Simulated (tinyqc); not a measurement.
# p-n diode, drift-diffusion by the Gummel loop with Scharfetter-Gummel fluxes: effect of the SRH lifetime of electrons at fixed bias

Abrupt junction at x = 0, p side from -Lp, n side to Ln, ohmic contacts. psi is counted from the intrinsic level; n = ni exp((psi - phin)/Vt), p = ni exp((phip - psi)/Vt). Contacts: p side psi = V - Vt ln(Na/ni), p = Na, n = ni^2/Na; n side psi = Vt ln(Nd/ni), n = Nd, p = ni^2/Nd. Constant mobilities, D = mu Vt, Boltzmann statistics, SRH recombination through a mid-gap level, U = (n p - ni^2)/(tp (n + ni) + tn (p + ni)). Current is positive from the p contact to the n contact.

ni = sqrt(Nc Nv) exp(-Eg/(2 Vt)), Eg in volts. Poisson and both continuity equations are solved self-consistently with Scharfetter-Gummel fluxes on a graded mesh of 500 nodes. J_scr is q times the integral of U between -xp and xn. Ideal diffusion current J_id = q ni^2 [Dn coth(wp/Le)/(Le Na) + Dp coth(wn/Lh)/(Lh Nd)] (exp(V/Vt) - 1), Le = sqrt(Dn tn), Lh = sqrt(Dp tp), wp = Lp - xp, wn = Ln - xn, with xp and xn from the depletion approximation (W = sqrt(2 eps0 eps_r (Vbi - V)(1/Na + 1/Nd)/q), xp = W Nd/(Na + Nd), xn = W Na/(Na + Nd), Vbi = Vt ln(Na Nd/ni^2)). Ideality factor = 0.004 V/(Vt ln[J(V + 0.004 V)/J(V)]).

Inputs (values chosen for the exercise); band and dielectric values close to those of silicon:
- T = 300 K (temperature)
- Eg = 1.11 eV (band gap)
- eps_r = 11.8 (relative permittivity)
- Nc = 2.85e19 cm^-3 (conduction-band density of states at T)
- Nv = 2.68e19 cm^-3 (valence-band density of states at T)
- Na = 3.1e15 cm^-3 (acceptor density of the p side)
- Nd = 2.5e16 cm^-3 (donor density of the n side)
- mun = 1000 cm^2/(V s) (electron mobility)
- mup = 350 cm^2/(V s) (hole mobility)
- tp = 9e-9 s (SRH lifetime of holes)
- Lp = 3.6 um (length of the p side)
- Ln = 1.9 um (length of the n side)
- G = 0 cm^-3 s^-1 (uniform generation rate)
- V = 0.34 V (bias of the p contact)

Constants: q = 1.602176634e-19 C, kB = 1.380649e-23 J/K, Vt = kB T/q, eps0 = 8.8541878128e-14 F/cm where lengths are in cm. Results are converted to the units shown.

Result of one run:

| tn (s) | J (A/cm^2) | ideality factor | J_scr/J (%) | J_id (A/cm^2) | share recombining at the contacts (%) | larger minority/doping at -xp and xn |
|---|---|---|---|---|---|---|
| 1e-10 | 0.0109 | 1.48 | 79.5 | 0.00236 | 0.303 | 1.20e-5 |

What becomes of these results when the SRH lifetime of electrons tn is changed from 1e-10 to 1e-6 s, all else the same?

Result of the changed run:

| tn (s) | J (A/cm^2) | ideality factor | J_scr/J (%) | J_id (A/cm^2) | share recombining at the contacts (%) | larger minority/doping at -xp and xn |
|---|---|---|---|---|---|---|
| 1e-6 | 4.44e-4 | 1.06 | 11.1 | 3.98e-4 | 87.4 | 1.38e-5 |

The whole series:

| tn (s) | J (A/cm^2) | ideality factor | J_scr/J (%) | J_id (A/cm^2) | share recombining at the contacts (%) | larger minority/doping at -xp and xn |
|---|---|---|---|---|---|---|
| 1e-11 | 0.0350 | 1.56 | 86.1 | 0.00740 | 0.0735 | 7.53e-6 |
| 1e-10 | 0.0109 | 1.48 | 79.5 | 0.00236 | 0.303 | 1.20e-5 |
| 1e-9 | 0.00308 | 1.45 | 74.3 | 7.95e-4 | 7.19 | 1.35e-5 |
| 1e-8 | 0.00106 | 1.34 | 58.3 | 4.46e-4 | 34.3 | 1.38e-5 |
| 1e-7 | 5.72e-4 | 1.16 | 30.3 | 4.02e-4 | 67.4 | 1.38e-5 |
| 1e-6 | 4.44e-4 | 1.06 | 11.1 | 3.98e-4 | 87.4 | 1.38e-5 |
| 1e-5 | 4.09e-4 | 1.02 | 3.52 | 3.97e-4 | 95.1 | 1.38e-5 |

As tn rises from 1e-11 to 1e-5, J falls from 0.0350 to 4.09e-4 A/cm^2, the share of the depleted layer falls from 86.1 to 3.52 % and the share lost at the contacts rises from 0.0735 to 95.1 %. The exponent d ln J/d ln tn is -0.51 between the first two rows and -0.04 between the last two. J less J_scr is 0.79 % below J_id in the last row.

Computed by the program tinyqc: `OMP_NUM_THREADS=1 python tinyqc.py 2240042 2240043 out.jsonl`, one thread of a shared Intel Xeon 2.30GHz, about 0.1 s for the whole run.
